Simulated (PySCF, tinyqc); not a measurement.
Inside a calculation. Method: G0W0 on RHF in the sto-6g basis, for H3+, spin multiplicity 1. The lowest restricted solution is unstable here: a spin-polarised one lies 0.0070 hartree lower (PySCF). One step of it, computed by the program tinyqc.

Question. G0W0 on Hartree-Fock: HOMO. W(p,q,m) = sqrt2 sum_ia (pq|ia) (X+Y)_ia,m; Sigma_c(x) = sum_(i,m) W^2/(x - e_i + w_m) + sum_(a,m) W^2/(x - e_a - w_m); solve x = e_p + Sigma_c(x) by Newton steps; Z = 1/(1 - dSigma/dx); 1 hartree = 27.211386 eV.

orbital energies (hartree): MO1 -0.865975, MO2 -0.339380, MO3 0.111389

Two-electron integrals over orbitals (pq|rs), unique and non-zero (hartree):
```
p,q,r,s,(pq|rs)
1,1,1,1,0.531583
2,1,2,1,0.147674
2,2,1,1,0.448338
2,2,2,2,0.510345
3,1,1,1,0.091479
3,1,2,2,-0.050787
3,1,3,1,0.142840
3,2,2,1,-0.145595
3,2,3,2,0.161595
3,3,1,1,0.537731
3,3,2,2,0.475878
3,3,3,1,0.079477
3,3,3,3,0.570470
```

excitation energies w (hartree): 0.767047  1.230311

X + Y:
```
,1,2
1>2,0.828567,0.000000
1>3,0.000000,0.891293
```

Give: The 12 largest terms at x = e_p; Newton steps; quasiparticle energy of the HOMO; Hartree-Fock value.

Answer.

The 12 largest terms at x = e_p (hartree; W for the signs of X + Y given):
```
q,m,W,term
2,1,0.1730,-0.0231
3,2,0.1800,-0.0147
1,2,0.1153,0.0108
```

Newton steps (hartree):
```
step,x,Sigma_c(x),Z
0,-0.8660,-0.0270,0.9677
1,-0.8921,-0.0262,0.9682
2,-0.8921,-0.0262,0.9682
```

quasiparticle energy of the HOMO = -24.2762 eV

Hartree-Fock value = -23.5644 eV
